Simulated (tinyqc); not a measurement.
Averaged masses of warped heavy- and light-hole bands: one step. Other forms of the parameters. Three cases, with inputs chosen for the exercise.

Problem. Dresselhaus-Kip-Kittel form E = c [A k^2 -/+ sqrt(B^2 k^4 + C^2 (kx^2 ky^2 + ky^2 kz^2 + kz^2 kx^2))] with A = g1, B = 2 g2, C^2 = 12 (g3^2 - g2^2). Spherical form: mu = (6 g3 + 4 g2)/(5 g1), delta = (g3 - g2)/g1, masses 1/(g1 (1 -/+ mu)). Effective rydberg R* = Ry/(g1 eps^2) and radius a* = a0 g1 eps.

Constants: Ry = 13.60569312 eV; a0 (Bohr radius) = 0.5291772105 angstrom.

Give: A, B, |C|; mu, delta; spherical masses, heavy and light; R*; a*.

Case 1.

Values chosen (near those of GaP; the results hold for these values, not for the real material): g1 = 4.08 (Luttinger gamma1); g2 = 0.49 (gamma2); g3 = 1.24 (gamma3); eps = 10.84 (dielectric constant).

Solution.

A, B, |C|: [4.080, 0.980, 3.946]

mu, delta: [0.4608, 0.1838]

spherical masses, heavy and light (m0): [0.4545, 0.1678]

R* = 28.38 meV
a* = 23.4 angstrom

delta/mu = 0.40 measures the warping against the spherical splitting.

Case 2.

Values chosen (near those of Ge; the results hold for these values, not for the real material): g1 = 13.57 (Luttinger gamma1); g2 = 4.3 (gamma2); g3 = 5.62 (gamma3); eps = 15.72 (dielectric constant).

Solution.

A, B, |C|: [13.570, 8.600, 12.535]

mu, delta: [0.7505, 0.0973]

spherical masses, heavy and light (m0): [0.2953, 0.0421]

R* = 4.06 meV
a* = 112.9 angstrom

delta/mu = 0.13 measures the warping against the spherical splitting.

Case 3.

Values chosen (near those of InP; the results hold for these values, not for the real material): g1 = 5.08 (Luttinger gamma1); g2 = 1.59 (gamma2); g3 = 2.09 (gamma3); eps = 12.34 (dielectric constant).

Solution.

A, B, |C|: [5.080, 3.180, 4.699]

mu, delta: [0.7441, 0.0984]

spherical masses, heavy and light (m0): [0.7692, 0.1129]

R* = 17.59 meV
a* = 33.2 angstrom

delta/mu = 0.13 measures the warping against the spherical splitting.

Computed by tinyqc, one run a case: `OMP_NUM_THREADS=1 python tinyqc.py N N+1 out.jsonl` with N = 1050661, 1050693, 1050738; one thread of a shared Intel(R) Xeon(R) Processor @ 2.30GHz, about 0.03 s a run at most.
